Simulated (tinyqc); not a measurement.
Worked calculation: G0W0 on RHF in the sto-6g basis, for BeH2, spin multiplicity 1. One step of it, computed by the program tinyqc.

Task: Screening: direct RPA. With D = e_a - e_i and K = (ia|jb): diagonalise D^(1/2) (D + 4K) D^(1/2) = Z w^2 Z^T; X + Y = D^(1/2) Z w^(-1/2), each column of Z with its largest component positive (the first on a tie); E_c = (sum w - tr (D + 2K)) / 2.

orbital energies (hartree): MO1 -4.602144, MO2 -0.421435, MO3 -0.379735, MO4 0.207388, MO5 0.210204, MO6 0.365555, MO7 0.704595

Two-electron integrals over orbitals (pq|rs), unique and non-zero (hartree):
```
(11|11) 2.281013    (21|11) -0.187871   (21|21) 0.024358    (22|11) 0.460490
(22|21) -0.005683   (22|22) 0.376016    (31|11) -0.001711   (31|21) 0.000171
(31|22) -0.000276   (31|31) 0.005192    (32|11) 0.000104    (32|21) -0.000144
(32|22) -0.003317   (32|31) 0.011059    (32|32) 0.159912    (33|11) 0.422139
(33|21) -0.002083   (33|22) 0.387832    (33|31) 0.000180    (33|32) 0.002745
(33|33) 0.410965    (41|11) 0.034694    (41|21) -0.004246   (41|22) 0.002289
(41|31) -0.000041   (41|32) 4.12e-06    (41|33) 0.001226    (41|41) 0.016442
(42|11) -0.018244   (42|21) 0.001265    (42|22) 0.006445    (42|31) 0.000010
(42|32) -0.000113   (42|33) 0.007988    (42|41) 0.014166    (42|42) 0.047231
(43|11) -0.000232   (43|21) 0.000014    (43|22) -0.000169   (43|31) -0.000140
(43|32) 0.011436    (43|33) 0.000293    (43|41) 0.000132    (43|42) 0.000306
(43|43) 0.013829    (44|11) 0.568049    (44|21) -0.006986   (44|22) 0.352670
(44|31) -0.000061   (44|32) 0.000014    (44|33) 0.336192    (44|41) -0.004276
(44|42) -0.022762   (44|43) -0.000255   (44|44) 0.451808    (51|51) 0.016023
(52|51) 0.014700    (52|52) 0.046882    (53|51) 0.000137    (53|52) 0.000309
(53|53) 0.012556    (54|51) -0.002750   (54|52) -0.007364   (54|53) -0.000073
(54|54) 0.025135    (55|11) 0.570060    (55|21) -0.006848   (55|22) 0.353684
(55|31) -0.000061   (55|32) 0.000013    (55|33) 0.336239    (55|41) 0.001061
(55|42) -0.008645   (55|43) -0.000116   (55|44) 0.400756    (55|55) 0.450117
(61|11) -0.197845   (61|21) 0.026306    (61|22) -0.005976   (61|31) 0.000269
(61|32) 0.000031    (61|33) -0.002730   (61|41) -0.002255   (61|42) 0.003279
(61|43) 0.000030    (61|44) -0.006342   (61|55) -0.005381   (61|61) 0.028871
(62|11) 0.139433    (62|21) -0.006321   (62|22) -0.014988   (62|31) -0.000028
(62|32) 0.000976    (62|33) -0.040487   (62|41) 0.003251    (62|42) -0.004070
(62|43) -2.97e-06   (62|44) 0.063058    (62|55) 0.066762    (62|61) -0.005292
(62|62) 0.083073    (63|11) 0.001976    (63|21) -0.000065   (63|22) 0.001692
(63|31) -0.000434   (63|32) -0.091288   (63|33) -0.002131   (63|41) 0.000032
(63|42) -0.000009   (63|43) -0.009620   (63|44) 0.000945    (63|55) 0.000989
(63|61) -0.000062   (63|62) 0.000469    (63|63) 0.085079    (64|11) 0.014552
(64|21) 0.000406    (64|22) 0.001389    (64|31) -3.19e-06   (64|32) -0.000054
(64|33) -0.003753   (64|41) 0.015074    (64|42) 0.041934    (64|43) 0.000430
(64|44) -0.002370   (64|55) 0.006404    (64|61) 0.002852    (64|62) 0.018303
(64|63) 0.000273    (64|64) 0.046802    (65|51) 0.016042    (65|52) 0.046064
(65|53) 0.000480    (65|54) -0.004727   (65|65) 0.049308    (66|11) 0.473503
(66|21) -0.007098   (66|22) 0.379197    (66|31) -0.000009   (66|32) 0.000682
(66|33) 0.388785    (66|41) 0.006790    (66|42) 0.019468    (66|43) 0.000258
(66|44) 0.352115    (66|55) 0.356354    (66|61) -0.006376   (66|62) -0.022067
(66|63) -0.000753   (66|64) 0.012379    (66|66) 0.400122    (71|11) 0.000653
(71|21) -0.000186   (71|22) -0.000334   (71|31) 0.009801    (71|32) 0.017570
(71|33) 0.000330    (71|41) 0.000007    (71|42) -0.000006   (71|43) -0.000463
(71|44) 0.000016    (71|55) 0.000013    (71|61) -0.000042   (71|62) 0.000052
(71|63) 0.000258    (71|64) -0.000019   (71|66) 0.000116    (71|71) 0.018674
(72|11) -0.001782   (72|21) 0.000016    (72|22) 0.000898    (72|31) 0.004453
(72|32) -0.040595   (72|33) -0.000408   (72|41) -0.000009   (72|42) 0.000225
(72|43) -0.009424   (72|44) -0.000788   (72|55) -0.000801   (72|61) 0.000077
(72|62) -0.001400   (72|63) 0.062401    (72|64) -0.000109   (72|66) 0.000021
(72|71) 0.008236    (72|72) 0.057954    (73|11) 0.150014    (73|21) -0.003895
(73|22) -0.000690   (73|31) 0.000022    (73|32) 0.000094    (73|33) -0.018426
(73|41) 0.000020    (73|42) -0.013053   (73|43) -0.000206   (73|44) 0.069018
(73|55) 0.069725    (73|61) -0.003543   (73|62) 0.078011    (73|63) 0.001391
(73|64) 0.009020    (73|66) -0.018850   (73|71) 0.000108    (73|72) -0.000687
(73|73) 0.087447    (74|11) -0.000024   (74|21) 0.000018    (74|22) 0.000410
(74|31) -0.001890   (74|32) -0.021419   (74|33) -0.000405   (74|41) -0.000055
(74|42) -0.000271   (74|43) 0.011718    (74|44) 0.000034    (74|55) -1.29e-06
(74|61) -0.000020   (74|62) -0.000161   (74|63) 0.013331    (74|64) -0.000094
(74|66) -0.000158   (74|71) -0.003249   (74|72) 0.004042    (74|73) -0.000025
(74|74) 0.019957    (75|51) -0.000058   (75|52) -0.000296   (75|53) 0.013286
(75|54) 0.000019    (75|65) -0.000118   (75|75) 0.016931    (76|11) 0.000070
(76|21) -0.000095   (76|22) -0.002688   (76|31) 0.009704    (76|32) 0.138416
(76|33) 0.002670    (76|41) -0.000021   (76|42) -0.000160   (76|43) 0.012434
(76|44) -0.000016   (76|55) -0.000039   (76|61) 0.000053    (76|62) 0.000723
(76|63) -0.088850   (76|64) -0.000132   (76|66) 0.000783    (76|71) 0.015861
(76|72) -0.047779   (76|73) -0.000052   (76|74) -0.018236   (76|76) 0.133113
(77|11) 0.547252    (77|21) -0.007099   (77|22) 0.401824    (77|31) -0.000121
(77|32) -0.001135   (77|33) 0.417976    (77|41) 0.000984    (77|42) 0.001493
(77|43) -0.000078   (77|44) 0.378886    (77|55) 0.378133    (77|61) -0.007391
(77|62) -0.019163   (77|63) 0.000525    (77|64) -0.004426   (77|66) 0.411575
(77|71) -0.000064   (77|72) 0.000480    (77|73) 0.002819    (77|74) 0.000129
(77|76) -0.000798   (77|77) 0.455186
```

Give: D^(1/2) (D + 4K) D^(1/2); excitation energies w; X + Y; RPA correlation energy.

Result:

D^(1/2) (D + 4K) D^(1/2) (hartree^2), lower triangle:
```
         1>4      1>5      1>6      1>7      2>4     2>5      2>6      2>7
1>4  23.4479
1>5   0.0000  23.4671
1>6  -0.0441   0.0000  25.2517
1>7   0.0001   0.0000  -0.0009  28.5579
2>4   0.0985   0.0000   0.0232   0.0000   0.5142
2>5   0.0000   0.1025   0.0000   0.0000   0.0000  0.5174
2>6   0.0253   0.0000  -0.0419   0.0004  -0.0115  0.0000   0.8809
2>7  -0.0001   0.0000   0.0007   0.0805   0.0008  0.0000  -0.0053   1.5290
3>4   0.0009   0.0000   0.0002  -0.0033   0.0007  0.0000   0.0000  -0.0307
3>5   0.0000   0.0009   0.0000   0.0000   0.0000  0.0008   0.0000   0.0000
3>6   0.0002   0.0000  -0.0005   0.0021   0.0000  0.0000   0.0014   0.2287
3>7   0.0002   0.0000  -0.0329   0.0010  -0.0431  0.0000   0.2883  -0.0030

         3>4     3>5     3>6     3>7
3>4   0.3772
3>5   0.0000  0.3777
3>6  -0.0255  0.0000  0.8091
3>7  -0.0007  0.0000  0.0050  1.5551
```

excitation energies w (hartree): 0.6127  0.6145  0.7155  0.7190  0.8621  0.8800  1.2634  1.2897  4.8422  4.8443  5.0252  5.3440

X + Y:
```
           1        2        3        4        5        6        7        8
1>4   0.0000   0.0000  -0.0111   0.0000   0.0000  -0.0026   0.0000  -0.0004
1>5   0.0000   0.0000   0.0000  -0.0116   0.0000   0.0000   0.0000   0.0000
1>6   0.0000   0.0000  -0.0023   0.0000   0.0000   0.0027   0.0001   0.0038
1>7   0.0002   0.0000   0.0000   0.0000   0.0018   0.0000  -0.0059   0.0002
2>4  -0.0054   0.0000   0.9366   0.0000  -0.0002   0.0132  -0.0009  -0.0269
2>5   0.0000  -0.0055   0.0000   0.9373   0.0000   0.0000   0.0000   0.0000
2>6  -0.0002   0.0000  -0.0014   0.0000  -0.0228   0.8870   0.0089   0.2701
2>7   0.0226   0.0000  -0.0007   0.0000  -0.3210  -0.0022   0.9049  -0.0425
3>4   0.9775   0.0000   0.0049   0.0000  -0.0356  -0.0006  -0.0204   0.0005
3>5   0.0000   0.9798   0.0000   0.0049   0.0000   0.0000   0.0000   0.0000
3>6   0.0550   0.0000   0.0003   0.0000   0.8912   0.0214   0.2148  -0.0047
3>7   0.0003   0.0000   0.0513   0.0000   0.0016  -0.3836   0.0409   0.8586

          9      10       11       12
1>4  0.9963  0.0000  -0.0239   0.0000
1>5  0.0000  0.9967   0.0000   0.0000
1>6  0.0247  0.0000   0.9940  -0.0003
1>7  0.0000  0.0000   0.0003   0.9965
2>4  0.0016  0.0000   0.0003   0.0000
2>5  0.0000  0.0016   0.0000   0.0000
2>6  0.0004  0.0000  -0.0007   0.0000
2>7  0.0000  0.0000   0.0000   0.0014
3>4  0.0000  0.0000   0.0000   0.0000
3>5  0.0000  0.0000   0.0000   0.0000
3>6  0.0000  0.0000   0.0000   0.0000
3>7  0.0000  0.0000  -0.0007   0.0000
```

RPA correlation energy = -0.045910 hartree
